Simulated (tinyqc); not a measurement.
Two-diode model of a solar cell: two steps of the calculation.

J is the current delivered and Vj = V + J Rs the junction voltage. J = X JL - J01 (exp(Vj/(n1 Vt)) - 1) - J02 (exp(Vj/(2 Vt)) - 1) - Vj/Rp. The photocurrent does not depend on voltage.

Parameters, values chosen for the exercise; values of the order met in cells of a lead-halide perovskite: temperature T = 300 K; photocurrent at one sun JL = 20 mA/cm^2; concentration X = 1 suns; saturation current of the first diode J01 = 5.1e-21 A/cm^2; ideality factor of the first diode n1 = 1; series resistance Rs = 0.59 ohm cm^2; shunt resistance Rp = 200 ohm cm^2; incident power at one sun Pin = 100 mW/cm^2; saturation current of the second diode (ideality 2) J02 = 5.4e-11 A/cm^2.

Constants: q = 1.602176634e-19 C, kB = 1.380649e-23 J/K, Vt = kB T/q. Results are converted to the units shown.

Question 1. New Vj. Maximum power: dP/dVj = f = J (1 + 2 Rs G) - G Vj = 0. G = -dJ/dVj = J01 exp(Vj/(n1 Vt))/(n1 Vt) + J02 exp(Vj/(2 Vt))/(2 Vt) + 1/Rp. H = dG/dVj; f' = -2 G - 2 Rs G^2 + (2 Rs J - Vj) H; Vj(new) = Vj - f/f'.

Vj after iteration 1 = 0.86697372 V

Find: J; G; H; f; f'; Vj after iteration 2.

Answer 1.

J = 14.63 mA/cm^2
G = 0.02508 S/cm^2
H = 0.3897 S/(cm^2 V)
f = -6.679 mA/cm^2
f' = -0.3820 S/cm^2
Vj after iteration 2 = 0.8495 V

Question 2. Figures of merit. Jsc at V = 0, Voc at J = 0, the maximum power point where J (1 + 2 Rs G) = G Vj with G = -dJ/dVj; FF = Vmp Jmp/(Voc Jsc); efficiency Vmp Jmp/(X Pin). Empirical fill factor without parasitics FF0 = (v - ln(v + 0.72))/(v + 1), v = Voc/(n1 Vt).

Wanted: Jsc; Voc; Vmp; Jmp; FF; efficiency; FF0.

Answer 2.

Jsc = 19.941 mA/cm^2
Voc = 1.0039 V
Vmp = 0.83657 V
Jmp = 15.089 mA/cm^2
FF = 0.63059
efficiency = 12.623 %
FF0 = 0.88257

FF is 29 % below FF0. Removing one loss at a time changes the efficiency by: shunt +3.61, second diode +1.93, series resistance +0.13 points.

tinyqc, about 0.01 s, one thread, Intel Xeon 2.30GHz (shared host): `OMP_NUM_THREADS=1 python tinyqc.py 2280106 2280107 out.jsonl`
